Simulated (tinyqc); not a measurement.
## MOSFET in saturation, small-signal circuit and noise: from weak to strong inversion

Bias by the inversion coefficient IC = I/Ispec (charge-based model with velocity saturation; weak inversion below 0.1, strong above 10). Common-source circuit: gm, gds, Cgs, Cgd and Cj at the inner nodes, Rg in series with the gate; quasi-static, no source or drain resistance, no gate-body capacitance, no substrate network, no induced gate noise, so fmax is an upper estimate.

Ispec = 2 n mu Cox (W/L) Vt^2, lc = Ls/L, gms = [sqrt((lc IC + 1)^2 + 4 IC) - 1]/[2 + lc (lc IC + 1)], gm = gms Ispec/(n Vt), gds = sg gm. qs = [sqrt(1 + 4 IC) - 1]/2, Cgs = Cox W L qs (2 qs + 3)/(3 (qs + 1)^2) + Cov W, Cgd = Cov W, Cd = Cj W, Rg = Rsh (Wf/L)/(12 Nf) + Rc/W with Nf = W/Wf fingers (not rounded) contacted at both ends. fT = gm/(2 pi (Cgs + Cgd)), fmax = fT/(2 sqrt(Rg (gds + 2 pi fT Cgd))). The last column is the figure of merit (gm/I) fT.

Values chosen for this exercise: temperature T = 300 K; gate length L = 350 nm; total gate width W = 20 um; gate capacitance Cox = 1.29 uF/cm^2; mobility mu = 130 cm^2/(V s); slope factor n = 1.34; velocity-saturation length Ls = 10 nm; ratio gds/gm sg = 0.006; overlap and fringe capacitance per side Cov = 0.41 fF/um; drain junction capacitance Cj = 0.86 fF/um; sheet resistance of the gate Rsh = 5 ohm; finger width Wf = 2 um; gate contact and vertical resistance Rc = 100 ohm um.

Constants: q = 1.602176634e-19 C, kB = 1.380649e-23 J/K, Vt = kB T/q. Results are converted to the units shown.

Results:
```
IC    I (uA)  gm/I (1/V)  fT (GHz)  fmax (GHz)  (gm/I) fT (THz/V)
0.01  0.1716       28.58   0.04517       6.428           0.001291
0.03  0.5149       28.04    0.1214       10.53           0.003403
0.1    1.716       26.41    0.3036       16.63           0.008020
0.3    5.149       23.19    0.5789       22.88            0.01343
1      17.16       17.77     1.044       30.58            0.01854
3      51.49       12.46     1.765       39.61            0.02200
10     171.6       7.730     3.186       53.06            0.02463
100     1716       2.650     9.852       93.06            0.02610
```

Estimate the missing row, IC = 30.

Computed row:
```
IC  I (uA)  gm/I (1/V)  fT (GHz)  fmax (GHz)  (gm/I) fT (THz/V)
30   514.9       4.739     5.489       69.53            0.02601
```

With this row back in the table: The efficiency gm/I falls from 28.6 to 2.65 1/V while fT rises from 0.0452 to 9.85 GHz; fT goes as IC^(0.90) at the start and IC^(0.49) at the end (1/2 for a long channel, 0 at full velocity saturation, which sets in near IC = 1/lc^2 = 1230). Their product rises from 0.00129 to 0.0261 THz/V. In every row fmax exceeds 4 fT, where channel resistance and substrate losses, left out here, would cap it.

tinyqc, about 0.01 s, one thread, Intel Xeon 2.30GHz (shared host): `OMP_NUM_THREADS=1 python tinyqc.py 2150064 2150065 out.jsonl`
